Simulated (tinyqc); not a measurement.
# Changing the temperature T

Model: harmonic transition-state theory with quantum, tunnelling and friction corrections. Computed by tinyqc, a small Python program. Command: `OMP_NUM_THREADS=1 python tinyqc.py 3008485 3008486 out.jsonl rates sweep`. One thread of a shared host (Intel(R) Xeon(R) Processor @ 2.30GHz), about 0.03 s of CPU time with the checks.

One atom hops between equivalent sites; three modes at the minimum and two real modes at the saddle are treated as harmonic, the rest of the crystal as unchanged; melting is ignored, so hot rows may lie above the melting point.

Inputs (values chosen for the exercise, modelled on interstitial oxygen in silicon):
```
quantity                                value      unit
barrier E_b                              2.48        eV
imaginary frequency at the saddle nu_b   10.9       THz
jump length d                             1.9  angstrom
number of jump directions z                 6         -
```

Lattice of sites: three-dimensional.

frequencies at the minimum (THz): 21  25.4  27

real frequencies at the saddle (THz): 21.2  25.3

Constants: k_B = 8.617333262e-05 eV/K; h x 1 THz = 4.135667696 meV.

Method:
- Vineyard: nu* = product of minimum frequencies / product of real saddle frequencies; k_cl = nu* exp(-E_b/(k_B T)).
- Activation entropy S = k_B ln(nu* h/(k_B T)); for uncorrelated jumps D = z k d^2/6 and D0 = z nu* d^2/6; 1 angstrom^2 = 1e-16 cm^2.
- Quantum harmonic: k_q = (k_B T/h) [prod 2 sinh(x_i/2) (minimum) / prod 2 sinh(x_j/2) (saddle)] exp(-E_b/(k_B T)), x = h nu/(k_B T).
- Zero-point correction to the barrier = (h/2)(sum of saddle frequencies - sum of minimum frequencies).
- With u = h nu_b/(k_B T): Wigner factor 1 + u^2/24; parabolic barrier (Bell) (u/2)/sin(u/2), valid above T_c = h nu_b/(2 pi k_B); symmetric Eckart barrier: kappa = int_0^infinity P(E) exp(-(E - E_b)/(k_B T)) dE/(k_B T), P = (cosh 2a - 1)/(cosh 2a + cosh 2d), a = alpha sqrt(E/E_b), alpha = 2 pi E_b/(h nu_b), 2d = 2 sqrt(alpha^2 - pi^2/4).

One run for each value:
```
temperature T (K)  classical rate k_cl (1/s)  ratio k_q/k_cl  Eckart factor  classical diffusivity D (cm^2/s)
390                                2.405e-19           1.525          1.080                         8.683e-35
480                                2.455e-13           1.331          1.052                         8.864e-29
590                                1.757e-08           1.212          1.034                         6.343e-24
740                                3.459e-04           1.132          1.022                         1.249e-19
910                                4.945e-01           1.086          1.014                         1.785e-16
1100                               1.166e+02           1.059          1.010                         4.208e-14
1400                               3.172e+04           1.036          1.006                         1.145e-11
1700                               1.193e+06           1.024          1.004                         4.308e-10
2100                               3.001e+07           1.016          1.003                         1.083e-08
```

Over the rows, classical rate k_cl (1/s) rises from 2.41e-19 to 3.00e7 (exponent d ln y / d ln x 67 between the first rows and 15 between the last); ratio k_q/k_cl falls from 1.52 to 1.02 (exponent d ln y / d ln x -0.66 between the first rows and -0.039 between the last); Eckart factor falls from 1.08 to 1.00 (exponent d ln y / d ln x -0.13 between the first rows and -0.0067 between the last). The apparent barrier of the corrected rate k_cl (k_q/k_cl) kappa(Eckart) is 2.451 eV between the coldest rows and 2.473 eV between the hottest, against E_b = 2.48 eV.

Caution (rows 390, 480, 590, 740): h nu exceeds k_B T, so zero-point and tunnelling corrections to the classical rate matter.
